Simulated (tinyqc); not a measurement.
Worked calculation: CCSD on RHF in the sto-3g basis, frozen core, for BeH2, spin multiplicity 1. One step of it, computed by the program tinyqc.

Task: Iteration 1: building the Fock matrix. J_ij = sum D_kl (ij|kl), K_ij = sum D_kl (ik|jl); F = H + J - 0.5 K; E = tr D H + tr D J / 2 - 0.25 tr D K + E_nn.

D at the start:
```
            1Be 1s     1Be 2s   1Be 2px    1Be 2py    1Be 2pz      2H 1s      3H 1s
1Be 1s    2.042175  -0.169849  0.000000   0.008509  -0.006897  -0.203304  -0.199526
1Be 2s   -0.169849   0.802365  0.000000  -0.037485   0.019429   0.470792   0.479881
1Be 2px   0.000000   0.000000  0.000000   0.000000   0.000000   0.000000   0.000000
1Be 2py   0.008509  -0.037485  0.000000   0.838563  -0.001136   0.414006  -0.421781
1Be 2pz  -0.006897   0.019429  0.000000  -0.001136   0.000474   0.011425   0.011865
2H 1s    -0.203304   0.470792  0.000000   0.414006   0.011425   0.508792   0.078555
3H 1s    -0.199526   0.479881  0.000000  -0.421781   0.011865   0.078555   0.482355
```

core Hamiltonian H = T + V (hartree):
```
            1Be 1s     1Be 2s    1Be 2px    1Be 2py    1Be 2pz      2H 1s      3H 1s
1Be 1s   -8.535334  -2.105672   0.000000  -0.001593  -0.000553  -0.371392  -0.299553
1Be 2s   -2.105672  -2.748579   0.000000  -0.010390  -0.005167  -1.009177  -0.893215
1Be 2px   0.000000   0.000000  -2.220751   0.000000   0.000000   0.000000   0.000000
1Be 2py  -0.001593  -0.010390   0.000000  -2.400069  -0.000221  -1.110926   1.010833
1Be 2pz  -0.000553  -0.005167   0.000000  -0.000221  -2.220833  -0.024298  -0.022039
2H 1s    -0.371392  -1.009177   0.000000  -1.110926  -0.024298  -2.006497  -0.046507
3H 1s    -0.299553  -0.893215   0.000000   1.010833  -0.022039  -0.046507  -1.925734
```

Two-electron integrals (ij|kl) in chemists' order, unique and non-zero (hartree):
```
(11|11) 2.298831    (21|11) 0.392036    (21|21) 0.079539    (22|11) 0.570988
(22|21) 0.143041    (22|22) 0.417683    (31|31) 0.014607    (32|31) 0.021888
(32|32) 0.092265    (33|11) 0.569578    (33|21) 0.143083    (33|22) 0.417589
(33|33) 0.449859    (41|41) 0.014607    (42|41) 0.021888    (42|42) 0.092265
(43|43) 0.024249    (44|11) 0.569578    (44|21) 0.143083    (44|22) 0.417589
(44|33) 0.401360    (44|44) 0.449859    (51|51) 0.014607    (52|51) 0.021888
(52|52) 0.092265    (53|53) 0.024249    (54|54) 0.024249    (55|11) 0.569578
(55|21) 0.143083    (55|22) 0.417589    (55|33) 0.401360    (55|44) 0.401360
(55|55) 0.449859    (61|11) 0.067318    (61|21) 0.013651    (61|22) 0.024764
(61|33) 0.024593    (61|41) 0.001202    (61|42) 0.002274    (61|44) 0.025119
(61|51) 0.000026    (61|52) 0.000049    (61|54) 0.000011    (61|55) 0.024593
(61|61) 0.002456    (62|11) 0.174521    (62|21) 0.044420    (62|22) 0.142791
(62|33) 0.137243    (62|41) 0.005791    (62|42) 0.036557    (62|44) 0.153747
(62|51) 0.000124    (62|52) 0.000785    (62|54) 0.000355    (62|55) 0.137251
(62|61) 0.008435    (62|62) 0.074789    (63|31) 0.003928    (63|32) 0.018751
(63|43) 0.006209    (63|53) 0.000133    (63|63) 0.006564    (64|11) 0.191460
(64|21) 0.049299    (64|22) 0.166048    (64|33) 0.156226    (64|41) 0.009345
(64|42) 0.056661    (64|44) 0.185516    (64|51) 0.000116    (64|52) 0.000814
(64|54) 0.000496    (64|55) 0.156234    (64|61) 0.009748    (64|62) 0.098586
(64|64) 0.133679    (65|11) 0.004113    (65|21) 0.001059    (65|22) 0.003567
(65|33) 0.003356    (65|41) 0.000116    (65|42) 0.000814    (65|44) 0.003719
(65|51) 0.003931    (65|52) 0.018768    (65|54) 0.006217    (65|55) 0.003623
(65|61) 0.000209    (65|62) 0.002118    (65|64) 0.002731    (65|65) 0.006623
(66|11) 0.343006    (66|21) 0.088823    (66|22) 0.320802    (66|33) 0.297796
(66|41) 0.013099    (66|42) 0.108346    (66|44) 0.366504    (66|51) 0.000281
(66|52) 0.002328    (66|54) 0.001476    (66|55) 0.297828    (66|61) 0.017231
(66|62) 0.216559    (66|64) 0.302162    (66|65) 0.006492    (66|66) 0.774606
(71|11) 0.054298    (71|21) 0.011010    (71|22) 0.019976    (71|33) 0.019843
(71|41) -0.000969   (71|42) -0.001835   (71|44) 0.020253    (71|51) 0.000021
(71|52) 0.000039    (71|54) -0.000009   (71|55) 0.019843    (71|61) 0.001810
(71|62) 0.005743    (71|64) 0.006164    (71|65) 0.000144    (71|66) 0.011382
(71|71) 0.001597    (72|11) 0.152318    (72|21) 0.038827    (72|22) 0.126336
(72|33) 0.121308    (72|41) -0.005030   (72|42) -0.032814   (72|44) 0.136266
(72|51) 0.000108    (72|52) 0.000703    (72|54) -0.000320   (72|55) 0.121315
(72|61) 0.006227    (72|62) 0.033090    (72|64) 0.035477    (72|65) 0.000929
(72|66) 0.070498    (72|71) 0.005946    (72|72) 0.060755    (73|31) 0.003279
(73|32) 0.016012    (73|43) -0.005447   (73|53) 0.000117    (73|63) 0.002139
(73|73) 0.005037    (74|11) -0.171486   (74|21) -0.044191   (74|22) -0.150450
(74|33) -0.141604   (74|41) 0.008050    (74|42) 0.050629    (74|44) -0.167980
(74|51) -0.000102   (74|52) -0.000741   (74|54) 0.000448    (74|55) -0.141611
(74|61) -0.006882   (74|62) -0.036669   (74|64) -0.038423   (74|65) -0.001014
(74|66) -0.077958   (74|71) -0.007017   (74|72) -0.081646   (74|74) 0.112398
(75|11) 0.003673    (75|21) 0.000947    (75|22) 0.003223    (75|33) 0.003033
(75|41) -0.000102   (75|42) -0.000741   (75|44) 0.003365    (75|51) 0.003281
(75|52) 0.016028    (75|54) -0.005454   (75|55) 0.003267    (75|61) 0.000159
(75|62) 0.000943    (75|64) 0.000999    (75|65) 0.002165    (75|66) 0.002047
(75|71) 0.000150    (75|72) 0.001749    (75|74) -0.002300   (75|75) 0.005086
(76|11) 0.007829    (76|21) 0.001938    (76|22) 0.005501    (76|33) 0.005429
(76|41) -0.000009   (76|42) -0.000063   (76|44) 0.005642    (76|51) 0.000012
(76|52) 0.000057    (76|54) -8.55e-07   (76|55) 0.005430    (76|61) 0.000336
(76|62) 0.001896    (76|64) 0.002223    (76|65) 0.000059    (76|66) 0.004328
(76|71) 0.000272    (76|72) 0.001733    (76|74) -0.002099   (76|75) 0.000055
(76|76) 0.000073    (77|11) 0.322899    (77|21) 0.083673    (77|22) 0.306350
(77|33) 0.284829    (77|41) -0.011724   (77|42) -0.101728   (77|44) 0.349051
(77|51) 0.000251    (77|52) 0.002179    (77|54) -0.001376   (77|55) 0.284858
(77|61) 0.013351    (77|62) 0.076709    (77|64) 0.082247    (77|65) 0.002189
(77|66) 0.166928    (77|71) 0.013022    (77|72) 0.193346    (77|74) -0.273984
(77|75) 0.005869    (77|76) 0.004328    (77|77) 0.774606
```

nuclear repulsion = 2.83979894 hartree

Give: Coulomb J; exchange K; Fock matrix F; total energy of this density.

Result:

Coulomb J (hartree):
```
         1Be 1s  1Be 2s  1Be 2px  1Be 2py  1Be 2pz   2H 1s    3H 1s
1Be 1s   6.3938  1.2416   0.0000   0.0011   0.0015  0.2150   0.1732
1Be 2s   1.2416  2.6171   0.0000   0.0064   0.0090  0.9388   0.8282
1Be 2px  0.0000  0.0000   2.5528   0.0000   0.0000  0.0000   0.0000
1Be 2py  0.0011  0.0064   0.0000   2.7355   0.0001  1.1165  -1.0067
1Be 2pz  0.0015  0.0090   0.0000   0.0001   2.5529  0.0251   0.0225
2H 1s    0.2150  0.9388   0.0000   1.1165   0.0251  2.2789   0.0356
3H 1s    0.1732  0.8282   0.0000  -1.0067   0.0225  0.0356   2.1830
```

exchange K (hartree):
```
          1Be 1s  1Be 2s  1Be 2px  1Be 2py  1Be 2pz   2H 1s    3H 1s
1Be 1s    4.6160  0.8275   0.0000   0.0001  -0.0005  0.1426   0.1141
1Be 2s    0.8275  0.8791   0.0000   0.0073   0.0187  0.5420   0.5004
1Be 2px   0.0000  0.0000   0.1627   0.0000   0.0000  0.0000   0.0000
1Be 2py   0.0001  0.0073   0.0000   0.9801   0.0001  0.6227  -0.5766
1Be 2pz  -0.0005  0.0187   0.0000   0.0001   0.1632  0.0145   0.0136
2H 1s     0.1426  0.5420   0.0000   0.6227   0.0145  1.0090   0.0150
3H 1s     0.1141  0.5004   0.0000  -0.5766   0.0136  0.0150   0.9361
```

Fock matrix F (hartree):
```
          1Be 1s   1Be 2s  1Be 2px  1Be 2py  1Be 2pz    2H 1s    3H 1s
1Be 1s   -4.4495  -1.2779   0.0000  -0.0005   0.0012  -0.2277  -0.1835
1Be 2s   -1.2779  -0.5711   0.0000  -0.0076  -0.0055  -0.3413  -0.3151
1Be 2px   0.0000   0.0000   0.2507   0.0000   0.0000   0.0000   0.0000
1Be 2py  -0.0005  -0.0076   0.0000  -0.1546  -0.0002  -0.3058   0.2925
1Be 2pz   0.0012  -0.0055   0.0000  -0.0002   0.2505  -0.0065  -0.0063
2H 1s    -0.2277  -0.3413   0.0000  -0.3058  -0.0065  -0.2321  -0.0184
3H 1s    -0.1835  -0.3151   0.0000   0.2925  -0.0063  -0.0184  -0.2108
```

total energy of this density = -15.471434 hartree
